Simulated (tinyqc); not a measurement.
Wannier-Stark ladder of a miniband: sweeps and comparisons. A value that a table varies takes the place of the one given here.

One state in each well j = -(Nw - 1)/2 ... (Nw - 1)/2: H_jj = j e F d, H_(j,j+1) = -W/4; 1 kV/cm = 0.01 meV/angstrom. In an infinite chain the levels are j e F d and the state of well 0 has amplitude J_j(x) in size on well j, x = W/(2 e F d).

Constants: hbar = 6.58211957e-16 eV s.

Inputs chosen for the exercise (near those of a GaAs/AlGaAs superlattice; shifted at random, so the results belong to these values and not to a real crystal): W = 10 meV (miniband width); d = 85 angstrom (period); Nw = 9 (wells); Fs = (1.1, 1.6, 2.1, 3, 4.7, 7.9, 17) kV/cm (fields); G = 8 meV (hbar/tau); F = 3.4 kV/cm (field).

## Raising the field

Infinite-chain weights beside the middle spacing of the finite stack.

Results:

| F (kV/cm) | e F d (meV) | x | J_0^2 | J_1^2 | J_2^2 | middle spacing/(e F d) |
|---|---|---|---|---|---|---|
| 1.1 | 0.94 | 5.348 | 0.004 | 0.120 | 0.005 | 1.5225 |
| 1.6 | 1.36 | 3.676 | 0.158 | 0.004 | 0.187 | 1.1330 |
| 2.1 | 1.78 | 2.801 | 0.034 | 0.168 | 0.228 | 1.0331 |
| 3.0 | 2.55 | 1.961 | 0.061 | 0.335 | 0.118 | 1.0034 |
| 4.7 | 4.00 | 1.252 | 0.416 | 0.261 | 0.029 | 1.0001 |
| 7.9 | 6.71 | 0.745 | 0.750 | 0.120 | 0.004 | 1.0000 |
| 17 | 14.45 | 0.346 | 0.941 | 0.029 | 0.000 | 1.0000 |

J_0 vanishes at x = 2.405, F = 2.4 kV/cm, where the line at j = 0 disappears; J_0^2 overtakes J_1^2 for good at x = 1.435, F = 4.1 kV/cm, and reaches 0.94 in the last row. The 9 wells reproduce the middle spacing of the even ladder to 1 % from 3 kV/cm on, where the swing W/(e F d) = 2x is 3.9 periods. The lines are seen apart only where e F d exceeds their width, usually a few meV.

## Drift velocity with scattering

Esaki-Tsu: v = v0 y/(1 + y^2), y = e F d/G, v0 = W d/(2 hbar), at zero temperature; 1 angstrom/s = 1e-8 cm/s, 1 kV/cm = 0.01 meV/angstrom. The last column is dv/dF in cm^2/(V s).

Results:

| y | F (kV/cm) | v (1e6 cm/s) | dv/dF |
|---|---|---|---|
| 0.1 | 0.94 | 0.64 | 666 |
| 0.3 | 2.82 | 1.78 | 525 |
| 0.6 | 5.65 | 2.85 | 237 |
| 1.0 | 9.41 | 3.23 | 0 |
| 1.5 | 14.12 | 2.98 | -81 |
| 2.5 | 23.53 | 2.23 | -69 |
| 4.0 | 37.65 | 1.52 | -36 |

v0 = 6.46 x 1e6 cm/s
field at y = 1 = 9.41 kV/cm

The velocity peaks at v0/2 = 3.23 x 1e6 cm/s at 9.41 kV/cm and then falls: negative differential velocity, steepest at y = sqrt3 with -v0/(8 Fc) = -86 cm^2/(V s). The low-field mobility is v0/Fc = 686 cm^2/(V s). At the peak the swing is W/G = 1.2 periods, too few for the semiclassical picture to be safe.

## What each parameter does

e F d, x, J_0(x)^2 and the lowest level of the finite stack. Each row changes one parameter from the base and keeps the others.

Results:

| case | e F d (meV) | x | J_0^2 | lowest level (meV) |
|---|---|---|---|---|
| base | 2.89 | 1.730 | 0.145 | -13.26 |
| W = 8 meV | 2.89 | 1.384 | 0.331 | -12.72 |
| d = 77 angstrom | 2.62 | 1.910 | 0.076 | -12.28 |
| F = 2.38 kV/cm | 2.02 | 2.472 | 0.001 | -10.20 |
| Nw = 11 | 2.89 | 1.730 | 0.145 | -16.15 |

The largest shifts from the base row, up to three for each result and ties (the steps differ in size, so this ranks the rows, not the parameters). e F d (meV): F -0.87, d -0.27; unchanged at the printed digits by W and Nw. x: F +0.741, W -0.346, d +0.180; unchanged at the printed digits by Nw. J_0^2: W +0.186, F -0.144, d -0.069; unchanged at the printed digits by Nw. lowest level (meV): F +3.06, Nw -2.89, d +0.98.

Program tinyqc; command `OMP_NUM_THREADS=1 python tinyqc.py 1280464 1280465 out.jsonl`; about 0.01 s on one thread of a shared Intel(R) Xeon(R) Processor @ 2.30GHz.
